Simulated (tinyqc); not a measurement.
Inside a calculation. Model: finite-difference solution of the diffusion equation on a small grid. Computed by tinyqc, a small Python program that keeps every step. Command: `OMP_NUM_THREADS=1 python tinyqc.py 3013641 3013642 out.jsonl fdiff walk`. One thread of a shared host (Intel(R) Xeon(R) Processor @ 2.30GHz), about 0.01 s of CPU time with the checks. Intermediate numbers are printed to about 6 digits and carried at full precision; extremes and crossings named in words are read from the listed rows.

dC/dt = D d2C/dx2 on nodes x_j = j dx, j = 0..8; the far end is sealed.

Inputs (values chosen for the exercise): diffusivity D = 0.34 nm^2/s; grid spacing dx = 20 nm; time step dt = 580 s; final time t_f = 5800 s; surface value C_s = 89 % of a reference.

Boundary at x = 0: fixed surface value. Scheme: implicit.

start values C_j, j = 0, 1, ... (% of a reference): [0, 0, 0, 0, 0, 0, 0, 0, 0]

## Mesh ratio and operator

The operator M acts as (M C)_j = C_(j-1) - 2 C_j + C_(j+1); at the sealed far end a mirror node gives 2 C_(N-2) - 2 C_(N-1); at j = 0, C_0 is held at C_s from the start (row of zeros). r = D dt/dx^2.

mesh ratio r = 0.493

operator M, rows 0, 1, 2, 3, 4, 5, 6, 7, 8:
```
[[0, 0, 0, 0, 0, 0, 0, 0, 0],
 [1, -2, 1, 0, 0, 0, 0, 0, 0],
 [0, 1, -2, 1, 0, 0, 0, 0, 0],
 [0, 0, 1, -2, 1, 0, 0, 0, 0],
 [0, 0, 0, 1, -2, 1, 0, 0, 0],
 [0, 0, 0, 0, 1, -2, 1, 0, 0],
 [0, 0, 0, 0, 0, 1, -2, 1, 0],
 [0, 0, 0, 0, 0, 0, 1, -2, 1],
 [0, 0, 0, 0, 0, 0, 0, 2, -2]]
```

## Amplification factors

The mode of M with eigenvalue mu has its amplitude multiplied per step by g = (1 + (1 - theta) r mu)/(1 - theta r mu), with theta = 0 explicit, 1 implicit, 1/2 Crank-Nicolson; the explicit scheme is stable for r up to 2/|mu_min|.

eigenvalues mu of M: [-3.96157, -3.66294, -3.11114, -2.39018, -1.60982, -0.88886, -0.33706, -0.03843, 0.00000]

factors g: [0.33863, 0.35640, 0.39467, 0.45906, 0.55753, 0.69531, 0.85751, 0.98141, 1.00000]

largest stable r of the explicit scheme = 0.504850

The smallest factor is 0.339: no mode changes sign, and all decay but one with mu = 0 where there is such a mode.

## Time step 1

C at the start (%): [89, 0, 0, 0, 0, 0, 0, 0, 0]

With r = D dt/dx^2: (1 - theta r M) C(new) = (1 + (1 - theta) r M) C(old); theta = 0 explicit, 1 implicit, 1/2 Crank-Nicolson.

C after step 1 (%): [89.0000, 23.6537, 6.2865, 1.6708, 0.4441, 0.1181, 0.0315, 0.0089, 0.0044]

## Time step 2

The formulas are those given above.

C after step 2 (%): [89.0000, 37.3743, 13.5796, 4.5783, 1.4744, 0.4606, 0.1416, 0.0458, 0.0250]

## All steps

The run takes n = round(t_f/dt) steps of length t_f/n. The dose is the trapezoidal sum of C dx; the error is the largest difference from exp(M D t/dx^2) C(0), the exact time evolution on the same grid.

Course of the run:
```
step  t (s)      C_1      C_4  dose (% nm)  largest error
1       580  23.6537   0.4441      1534.31        5.12923
2      1160  37.3743   1.4744      2043.34        4.73908
3      1740  45.9381   3.0142      2467.93        3.66980
4      2320  51.6607   4.9105      2836.10        2.78239
5      2900  55.7205   7.0136      3164.23        2.14449
6      3480  58.7484   9.2061      3462.52        1.85066
7      4060  61.1007  11.4065      3737.60        1.66878
8      4640  62.9888  13.5626      3994.07        1.49316
9      5220  64.5448  15.6442      4235.20        1.33435
10     5800  65.8548  17.6360      4463.41        1.19445
```

C at the end (%): [89.0000, 65.8548, 45.3667, 29.1808, 17.6360, 10.1314, 5.6962, 3.4321, 2.7453]

largest error at t_f = 1.19445 %

final dose = 4463.41 % nm

final C_4 = 17.6360 %

The time-step error at the end is 1.2 on a scale of 89.0. The dose grows as material enters from the surface.

## The three schemes as the step is halved

Each run reaches t_f in n equal steps; errors are the largest difference from exp(M D t_f/dx^2) C(0). A dash marks unstable explicit runs.

Largest error at t_f (%):
```
steps n        r  explicit  implicit  Crank-Nicolson
4        1.23250         -   2.95842     3.99649e-01
8        0.61625         -   1.49275     6.59058e-02
16       0.30812  0.737476   0.74594     1.65367e-02
32       0.15406  0.370201   0.37235     4.13763e-03
64       0.07703  0.185422   0.18596     1.03462e-03
128      0.03852  0.092785   0.09292     2.58668e-04
256      0.01926  0.046410   0.04644     6.46678e-05
```

From the last two rows, halving the step divides the error by 2.00 (explicit), 2.00 (implicit), 4.00 (Crank-Nicolson): a factor 2 marks first order in dt and 4 second order. The explicit scheme needs n of at least 10 to be stable; the other two are stable at any step.

Checks made by the program: matrix exponential against 4096 Crank-Nicolson steps (relative difference 3e-09).
